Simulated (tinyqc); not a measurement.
# Scale length and barrier from the threshold roll-off

Problem. For L well above Lambda the threshold falls by 2 m sqrt(A (A + Vds)) exp(-pi L/(2 Lambda)), A being the height of the source potential over the barrier top; the two values follow this form. Find Lambda and A.

Inputs (values chosen for the exercise):
```
symbol,value,unit,meaning
m,1,,long-channel body factor
Vds,0.8,V,drain voltage
```

threshold lowering at L = 23 and 37 nm (mV): 49.207768  7.4255462

Answer. The ratio of the two values gives Lambda; the prefactor gives A (A + Vds), a quadratic with one positive root.

Lambda = 11.63 nm
A = 0.2800 V

Numbers from tinyqc (`OMP_NUM_THREADS=1 python tinyqc.py 2420054 2420055 out.jsonl`; about 0.01 s on one thread of a shared Intel Xeon 2.30GHz).
